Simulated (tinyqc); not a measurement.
From results back to parameters: deformation-potential model of the Delta valleys of a conduction band. Three cases, with inputs chosen for the exercise.

Problem. An ellipsoidal valley with ml > mt has the density-of-states mass m_d = (ml mt^2)^(1/3) and, averaged over equivalent valleys, the conductivity mass m_c = 3/(1/ml + 2/mt).

Find: K = ml/mt; mt; ml.

Method. With K = ml/mt, m_d/m_c = K^(1/3) (2 + 1/K)/3, which rises steadily for K > 1 and so fixes K; then mt = m_d K^(-1/3) and ml = K mt.

Case 1.

m_d = 0.3207619 m0
m_c = 0.2610656 m0

Solution.

K = ml/mt = 4.591
mt = 0.193 m0
ml = 0.886 m0

Case 2.

m_d = 0.3245780 m0
m_c = 0.2619625 m0

Solution.

K = ml/mt = 4.756
mt = 0.193 m0
ml = 0.918 m0

Case 3.

m_d = 0.3103973 m0
m_c = 0.2489878 m0

Solution.

K = ml/mt = 4.880
mt = 0.183 m0
ml = 0.893 m0

Computed by tinyqc, one run a case: `OMP_NUM_THREADS=1 python tinyqc.py N N+1 out.jsonl` with N = 1080856, 1080911, 1080975; one thread of a shared Intel(R) Xeon(R) Processor @ 2.30GHz, about 0.03 s a run at most.
